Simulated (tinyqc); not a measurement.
Worked calculation: Lorentz oscillators and the Kramers-Kronig relations. Values are carried at full precision from step to step, so a last printed digit may differ when a step is redone from the rounded ones.

eps(E) = 1 + sum_j S_j/(E0_j^2 - E^2 - i G_j E).

Constants: hbar c = 1973.269805 eV angstrom; hbar^2/2m0 = 3.80998211 eV angstrom^2; e^2/(4 pi eps0) = 14.39964547 eV angstrom.

Parameters, chosen for this exercise: E0 = (6.67) eV (resonances); G = (0.95) eV (widths); S = (66.5) eV^2 (strengths); E = 1.8 eV (photon energy); h = 0.5 eV (grid step); M = 36 (grid points E_j = j h); i = 16 (grid index at which eps1 is wanted).

## Dielectric function at one energy

Evaluate each oscillator and the sum.

terms: [1.6094+0.0667i]

eps(E) = 2.6094+0.0667i
eps(0) = 2.4948

## Optical constants

n + i k = sqrt(eps1 + i eps2) with k >= 0; R = ((n - 1)^2 + k^2)/((n + 1)^2 + k^2) at normal incidence from vacuum; alpha = 2 E k/(hbar c), times 1e8 for 1/cm; loss function Im(-1/eps) = eps2/(eps1^2 + eps2^2).

Convert eps at the photon energy E into the optical constants.

n = 1.6155
k = 0.0206
R = 0.0554
alpha = 3.77e+03 1/cm
loss function = 0.0098
vacuum wavelength hc/E (hc = 1239.841984 eV nm) = 688.8 nm

The intensity falls to 1/e within 2.65e+03 nm.

## Absorptive part on the grid

Tabulate eps2 at E_j = j h.

eps2(E_j), j = 1 .. M: [0.0161, 0.0334, 0.0531, 0.0769, 0.1076, 0.1495, 0.2105, 0.3059, 0.4693, 0.7850, 1.5104, 3.6255, 9.5180, 6.8485, 2.5058, 1.1527, 0.6424, 0.4043, 0.2759, 0.1992, 0.1499, 0.1165, 0.0929, 0.0756, 0.0625, 0.0525, 0.0446, 0.0382, 0.0331, 0.0289, 0.0254, 0.0225, 0.0200, 0.0179, 0.0161, 0.0145]

## eps1 at one grid point

Kramers-Kronig: eps1(E) = 1 + (2/pi) P integral_0^infinity E1 eps2(E1)/(E1^2 - E^2) dE1. Maclaurin rule on the grid E_j = j h, j = 1 .. M: eps1(E_i) = 1 + (4 h/pi) sum over j with j - i odd of E_j eps2(E_j)/(E_j^2 - E_i^2); nothing is added above E_M.

List the terms E_j eps2_j/(E_j^2 - E_i^2) for j - i odd, add them and form eps1.

terms in order of j (1/eV): [-0.0001, -0.0013, -0.0047, -0.0142, -0.0483, -0.2461, -2.8445, -2.4249, 0.6619, 0.0998, 0.0340, 0.0157, 0.0085, 0.0051, 0.0033, 0.0022, 0.0016, 0.0012]

sum = -4.751 1/eV
eps1(E_i) = -2.024

The oscillator formula gives -1.959 at E_i = 8 eV. The rule samples every 2h = 1 eV against a narrowest width of 0.95 eV and stops at 18 eV; coarse sampling and the missing tail make the difference.

## The f-sum on the grid

W(E_M) = (2/pi) h sum_j E_j eps2_j, with half weight on the last point; the full integral equals sum S_j = (hbar omega_p)^2, and the electron density follows from (hbar omega_p)^2 = 8 pi c (e^2/(4 pi eps0)) N with c = hbar^2/2m0.

W(E_M) = 63.89 eV^2
sum S = 66.50 eV^2
share reached on this grid (a step near the line widths can inflate it) = 0.961
hbar omega_p = 8.155 eV
N = 4.82e+22 1/cm^3

## Checks

- The value of eps1 at 1.821 eV from a fine, long grid (with the tail of eps2 ~ 1/E^3 added) against the oscillator formula: both 2.61.

tinyqc: `OMP_NUM_THREADS=1 python tinyqc.py 1651896 1651897 out.jsonl`; about 0.2 s, one thread, shared Intel(R) Xeon(R) Processor @ 2.30GHz.
